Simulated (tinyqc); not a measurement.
Inside a calculation. Model: switching kinetics of a ferroelectric film and the memory window of a ferroelectric gate stack. Computed by tinyqc, a small Python program that keeps every step. Command: `OMP_NUM_THREADS=1 python tinyqc.py 3020884 3020885 out.jsonl feswitch walk`. One thread of a shared host (Intel(R) Xeon(R) Processor @ 2.30GHz), about 0.01 s of CPU time with the checks. Intermediate numbers are printed to about 6 digits and carried at full precision; extremes and crossings named in words are read from the listed rows.

Fields in MV/cm; 1 microcoulomb/cm^2 over eps_0 is 11.29409 MV/cm. In the stack (metal, ferroelectric, interlayer, channel) the channel is taken as a conductor.

Inputs (values chosen for the exercise, for a model film):
```
quantity                                   value               unit
saturation polarisation P_s                   18  microcoulomb/cm^2
ratio P_r/P_s                               0.92                  -
coercive field E_c                           1.1              MV/cm
permittivity of the ferroelectric eps_F       33                  -
thickness t_F                                 23                 nm
permittivity of the interlayer eps_I         7.5                  -
interlayer thickness t_I                     1.5                 nm
share s of P screened by trapped charge     0.68                  -
pulse height V                               5.6                  V
time constant t_inf                      2.6e-10                  s
activation field E_a                         4.7              MV/cm
Merz exponent alpha                            1                  -
dimension n                                    3                  -
half width w of log10 t                      0.7                  -
pulse length t_p                         0.00023                  s
breakdown field of the interlayer             16              MV/cm
```

Kinetics: Kolmogorov-Avrami-Ishibashi (KAI).

## The hysteresis loop

Saturated branches: P(E) = P_s tanh[(E -/+ E_c)/(2 delta)], delta = E_c/ln[(1 + P_r/P_s)/(1 - P_r/P_s)]; D = P + eps_0 eps_F E.

delta = 0.346124 MV/cm

P on both branches (microcoulomb/cm^2) at E/E_c = -3, -2, -1, -0.5, 0, 0.5, 1, 1.5, 2, 3:
```
E (MV/cm)  rising branch  falling branch
-3.30           -17.9999        -17.9376
-2.20           -17.9974        -16.5600
-1.10           -17.9376          0.0000
-0.55           -17.6964         11.8972
0.00            -16.5600         16.5600
0.55            -11.8972         17.6964
1.10              0.0000         17.9376
1.65             11.8972         17.9872
2.20             16.5600         17.9974
3.30             17.9376         17.9999
```

peak differential permittivity eps_F + P_s/(2 delta eps_0) = 326.672

## Memory window

At threshold the channel charge is negligible, so D = 0 on each branch: (1 - s) P(E) + eps_0 eps_F E = 0, with the screened share s. The rising branch has the root E0 between 0 and E_c; window = 2 E0 t_F; its upper bound is 2 E_c t_F.

field E0 = 0.801354 MV/cm

memory window = 3.68623 V

bound 2 E_c t_F = 5.06 V

fixed-charge estimate 2 (1 - s) P_r t_F/(eps_0 eps_F) = 8.34268 V

Charge and coercive field both limit the window.

## Fields in the stack

Series stack: V = E_F t_F + E_I t_I and eps_I E_I = eps_F E_F + (1 - s) P/eps_0. Before switching P = -P_r, after it P = +P_s; in retention V = 0 and P = +P_r.

E_F before switching = 2.29628 MV/cm

E_F after switching = 1.45234 MV/cm

E_I after switching = 15.0641 MV/cm

depolarising field in retention = 0.404389 MV/cm

depolarising field over E_c = 0.367627

The interlayer reaches 94 % of its breakdown field.

## Switched share after the pulse

Merz's law: t1 = t_inf exp[(E_a/E)^alpha] at the mean of the fields before and after switching. KAI: switched share = 1 - exp[-(t/t1)^n].

mean field = 1.87431 MV/cm

switching time t1 = 3.19158e-09 s

switched share = 1

t_p is 72000 t1. A field higher by 10 % would shorten t1 by a factor 1.3.

## KAI against NLS in time

KAI: 1 - exp[-(t/t1)^n]. NLS: the same kernel averaged over the Lorentzian F = (1/pi) w/[(z - log10 t1)^2 + w^2] in z = log10 tau.

Switched share:
```
log10(t/t1)      KAI       NLS
-3.0         0.00000  0.075284
-2.0         0.00000  0.112441
-1.0         0.00100  0.212093
-0.5         0.03113  0.335357
-0.2         0.22212  0.449026
0.0          0.63212  0.534364
0.2          0.98133  0.616133
0.5          1.00000  0.715278
1.0          1.00000  0.814662
2.0          1.00000  0.896188
3.0          1.00000  0.928719
```

KAI goes from 10 to 90 % within 0.45 decades of time; a Lorentzian of this width needs about 2 w tan(0.4 pi) = 4.3 decades. Three decades after t1, 7.1 % of the NLS film has not switched, and three decades before it 7.5 % already has: the tails set write margins and disturb errors.

## Interlayer thickness

Series stack: V = E_F t_F + E_I t_I and eps_I E_I = eps_F E_F + (1 - s) P/eps_0. E_I is for P = +P_s at the pulse height, the depolarising field for P = +P_r at V = 0; V needed puts E_F = 1.5 E_c after switching.

Stack against t_I:
```
t_I (nm)  E_F after (MV/cm)  E_I (MV/cm)  depolarising field / E_c  V needed (V)
0.3                 2.19563      18.3347                  0.089488       4.27302
0.5                 2.05012      17.6944                  0.143939       4.59169
0.8                 1.84996      16.8137                  0.218839       5.06971
1.2                 1.61214      15.7673                  0.307829       5.70706
1.6                 1.40219      14.8435                  0.386392       6.34442
2.0                 1.21548      14.0220                  0.456258       6.98177
3.0                 0.82813      12.3176                  0.601202       8.57516
```

Each nanometre of interlayer costs 1.59 V, against 0.17 V for a nanometre of ferroelectric. The depolarising field grows from 0.09 to 0.60 E_c. At E_F = 1.5 E_c the interlayer carries (1.5 eps_F E_c + (1 - s) P_s/eps_0)/eps_I = 15.9 MV/cm whatever its thickness. Caution: rows with E_I above the breakdown field of the interlayer cannot be reached without charge injection. Caution: where E_F after switching is below E_c the switching stalls before P_s, and where the depolarising field exceeds E_c the state switches back, so those rows describe states that are not held.

Checks made by the program: the remanence (relative difference below 1e-10).
